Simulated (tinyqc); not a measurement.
What each parameter does: band edges of strained Si(1-x)Ge(x) on relaxed Si(1-y)Ge(y).

Values are linear in the Ge fraction but for ED(x) = linear - CD x (1 - x) and a(x) = linear - Ca x (1 - x). Energies are on the common scale of Ev.

Coherent growth on a (110) face: e_par = (a(y) - a(x))/a(x), e_perp = -(C11 + 3 C12 - 2 C44)/(C11 + C12 + 2 C44) e_par; exx = eyy = (e_par + e_perp)/2, ezz = e_par, exy = (e_perp - e_par)/2, eyz = ezx = 0.

A valley with unit axis u lies at Ev + gap + (av + a_valley) tr(e) + Xu (u.e.u - tr(e)/3); the Delta axes are x, y, z and the L axes [111], [1-1-1], [-11-1], [-1-11]. The second-order shift of the Delta valleys under shear is left out; it lowers the pair normal to the sheared plane by tens of meV at a shear of 1 %.

Valence edges: Ev plus the levels of the 6 x 6 matrix of X, Y, Z times spin with -Dso/3 + l exx + m (eyy + ezz) on the diagonal (cyclic), n exy off it, l = av + 2 b, m = av - b, n = sqrt(3) d. Spin-orbit term (Dso/3) L.sigma on X, Y, Z with (L_k)_ij = -i epsilon_kij: <X+|H|Y+> = -i Dso/3, <X+|H|Z-> = Dso/3, <Y+|H|Z-> = -i Dso/3, <Z+|H|X-> = -Dso/3, <Z+|H|Y-> = i Dso/3, <X-|H|Y-> = i Dso/3, and their conjugates; + and - are the spin along z.

Parameters, chosen for this exercise (end members near Si and Ge, in this order; not measured data): a = (5.429, 5.65) angstrom (lattice constant); Dso = (0.044, 0.293) eV (spin-orbit splitting); av = (2.48, 1.24) eV (valence hydrostatic potential); b = (-2.11, -2.52) eV (tetragonal shear potential); d = (-4.83, -5.22) eV (trigonal shear potential); C11 = (167.3, 127.4) GPa; C12 = (64.5, 48.2) GPa; C44 = (79.4, 65.8) GPa; Ev = (0, 0.62) eV (top of the unstrained valence band); ED = (1.144, 0.945) eV (gap to the Delta valleys); EL = (2.047, 0.747) eV (gap to the L valleys); aD = (1.74, 1.19) eV (hydrostatic potential of the Delta gap); aL = (-3.24, -2.7) eV (hydrostatic potential of the L gap); XuD = (9.43, 9.12) eV (uniaxial potential, Delta); XuL = (16.1, 15.33) eV (uniaxial potential, L); CD = 0.188 eV (bowing of the Delta gap); Ca = 0 angstrom (bowing of the lattice constant); face = 110 (growth face); x = 0 (Ge fraction of the layer); y = 0.11 (Ge fraction of the relaxed buffer).

dEc = Ec(buffer) - Ec(layer), dEv = Ev(layer) - Ev(buffer); buffer edges Ev(y) and Ev(y) + min(ED, EL). Each row changes one parameter from the base and keeps the others.

Results:

| case | gap (eV) | valence splitting (meV) | dEc (eV) | dEv (eV) |
|---|---|---|---|---|
| base | 1.1181 | 44.3 | 0.0106 | -0.0250 |
| x = 0.03 | 1.1153 | 30.7 | 0.0084 | -0.0200 |
| y = 0.14 | 1.1096 | 57.7 | 0.0142 | -0.0303 |
| CD = 0.238 eV | 1.1181 | 44.3 | 0.0057 | -0.0250 |
| d = (-5.554, -6.003) eV | 1.1143 | 49.7 | 0.0106 | -0.0211 |
| aL = (-3.726, -3.105) eV | 1.1181 | 44.3 | 0.0106 | -0.0250 |
| XuD = (10.844, 10.488) eV | 1.1165 | 44.3 | 0.0122 | -0.0250 |
| XuL = (18.515, 17.63) eV | 1.1181 | 44.3 | 0.0106 | -0.0250 |
| aD = (2.001, 1.368) eV | 1.1198 | 44.3 | 0.0088 | -0.0250 |

The largest shifts from the base row, up to three for each result and ties (the steps differ in size, so this ranks the rows, not the parameters). gap (eV): y -0.0086, d -0.0038, x -0.0028; unchanged at the printed digits by CD, aL and XuL. valence splitting (meV): x -13.6, y +13.4, d +5.5; unchanged at the printed digits by CD, aL, XuD, XuL and aD. dEc (eV): CD -0.0049, y +0.0037, x -0.0022; unchanged at the printed digits by d, aL and XuL. dEv (eV): y -0.0053, x +0.0050, d +0.0038; unchanged at the printed digits by CD, aL, XuD, XuL and aD. The lowest valleys of the layer are Delta4, so among the conduction-band potentials only those of that family reach the gap and dEc; the buffer is unstrained. A shift large enough to swap the lowest family would change that.

Run: tinyqc, `OMP_NUM_THREADS=1 python tinyqc.py 1080586 1080587 out.jsonl`; Intel(R) Xeon(R) Processor @ 2.30GHz, one thread, shared host; about 0.02 s of CPU time with all checks.
